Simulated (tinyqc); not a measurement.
Inputs raised by 5 %, one at a time: grain-boundary diffusion: Harrison regimes, Fisher and Le Claire analysis, Hart average. Computed by tinyqc, a small Python program. Command: `OMP_NUM_THREADS=1 python tinyqc.py 3024512 3024513 out.jsonl gbdiff sens`. One thread of a shared host (Intel(R) Xeon(R) Processor @ 2.30GHz), about 0.01 s of CPU time with the checks.

A boundary is a slab of width delta with diffusivity D_b, normal to a surface held at constant concentration; it leaks into grains of diffusivity D.

Inputs (values chosen for the exercise, for a model polycrystal): lattice prefactor D0 = 1.3e-05 m^2/s; lattice activation energy E = 3.84 eV; boundary prefactor D0b = 1.6e-05 m^2/s; boundary activation energy E_b = 2.26 eV; boundary width delta = 0.81 nm; segregation factor s = 1; grain size d = 34 um; temperature T = 1640 K; time t = 480000 s.

Constants: k_B = 8.617333262e-05 eV/K.

Method:
- D = D0 exp(-E/(k_B T)), D_b = D0b exp(-E_b/(k_B T)).
- Triple product P = s delta D_b.
- l = sqrt(D t); P = s delta D_b; alpha = s delta/(2 l); beta = P/(2 D l). Regime A if l > 3 d, C if alpha > 1, B if alpha < 0.1, l < d/4 and beta > 10, otherwise a transition.
- Hart average for parallel slabs: f = delta/d, D_eff = (s f D_b + (1 - f) D)/(1 - f + s f); share of the boundaries = s f D_b/(s f D_b + (1 - f) D); depth sqrt(D_eff t).
- Fisher: the mean concentration falls as exp(-y/y_F), y_F = sqrt(P) (pi t/(4 D))^(1/4), with the boundary equation P d2c/dy2 = 2 c sqrt(D/(pi t)). Le Claire (from the Whipple solution): ln c falls as -(y/y_L)^(6/5) with P = 1.322 sqrt(D/t) y_L^2.

Runs:
```
input moved                             from         to  Le Claire depth y_L (um)  D_eff (m^2/s)  share of the boundaries    beta
base run                                   -          -                    13.035     6.3839e-17                  0.67761  11.367
lattice prefactor D0 (m^2/s)         1.3e-05  1.365e-05                    12.877     6.4869e-17                  0.66686  10.565
boundary prefactor D0b (m^2/s)       1.6e-05   1.68e-05                    13.356     6.6002e-17                  0.68817  11.936
boundary activation energy E_b (eV)     2.26      2.373                     8.739     4.0027e-17                  0.48581   5.110
boundary width delta (nm)               0.81     0.8505                    13.356     6.6002e-17                  0.68817  11.936
grain size d (um)                         34       35.7                    13.035     6.1780e-17                  0.66686  11.367
temperature T (K)                       1640       1722                    13.803     1.6770e-16                  0.55241   3.495
time t (s)                            480000     504000                    13.194     6.3839e-17                  0.67761  11.094
```

Exponents ln(y'/y) / ln(x'/x):
```
input                           Le Claire depth y_L   D_eff  share of the boundaries     beta
lattice prefactor D0                         -0.250   0.328                   -0.328   -1.500
boundary prefactor D0b                        0.500   0.683                    0.317    1.000
boundary activation energy E_b               -8.194  -9.568                   -6.820  -16.388
boundary width delta                          0.500   0.683                    0.317    1.000
grain size d                                  0.000  -0.672                   -0.328    0.000
temperature T                                 1.174  19.795                   -4.187  -24.171
time t                                        0.250   0.000                    0.000   -0.500
```

To which inputs is each result most sensitive?

Among the inputs moved here: Le Claire depth y_L answers most in size to boundary activation energy E_b (exponent -8.194), next to temperature T (+1.174); its exponent is below 0.0005 for grain size d. Its exponent -0.250 in lattice prefactor D0: faster lattice diffusion drains the boundary. Its exponent +0.500 in boundary prefactor D0b: the depth goes as sqrt(P). D_eff answers most in size to temperature T (exponent +19.795), next to boundary activation energy E_b (-9.568); its exponent is below 0.0005 for time t. Share of the boundaries answers most in size to boundary activation energy E_b (exponent -6.820), next to temperature T (-4.187); its exponent is below 0.0005 for time t. Beta answers most in size to temperature T (exponent -24.171), next to boundary activation energy E_b (-16.388); its exponent is below 0.0005 for grain size d. Its exponent -0.500 in time t: beta = P/(2 D sqrt(D t)).

Caution (all rows): outside regime A (which needs sqrt(D t) above about 3 d) the Hart average and its depth are formal: they describe a profile only in regime A or at steady state. Caution (rows boundary activation energy E_b, temperature T): the Fisher and Le Claire forms need regime B with beta above 10.
